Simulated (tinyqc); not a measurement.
## Margin needed against array size

Cells fail independently with probability Q(k) = erfc(k/sqrt(2))/2 when the margin is k standard deviations, and Y = exp(-Nb Q(k)). phi = exp(-k^2/2)/sqrt(2 pi).  k solves Y = exp(-Nb Q(k)); the estimate is sqrt(2 ln(Nb/(-ln Y))).

Parameters, values chosen for the exercise: wanted yield Y = 0.99.

Result of one run:
```
allowed Q      k  estimate
3.067e-7   4.987     5.477
```

Which number of cells Nb gave this result: 2048, 32768, 8388608 or 34359738368?

Nb = 32768.

The whole series:
```
Nb           allowed Q      k  estimate
2048          4.907e-6  4.421     4.945
32768         3.067e-7  4.987     5.477
524288        1.917e-8  5.498     5.962
8388608       1.198e-9  5.968     6.410
134217728    7.488e-11  6.406     6.829
2147483648   4.680e-12  6.816     7.223
34359738368  2.925e-13  7.204     7.597
```

A 1.68e7-fold larger array raises k only from 4.42 to 7.20; the last factor of 16 costs 0.39 standard deviations. The estimate, which drops the factor 1/(k sqrt(2 pi)) of the tail, is 12 % above k in the first row and 5.5 % above it in the last.

Numbers from tinyqc (`OMP_NUM_THREADS=1 python tinyqc.py 2090105 2090106 out.jsonl`; about 0.01 s on one thread of a shared Intel Xeon 2.30GHz).
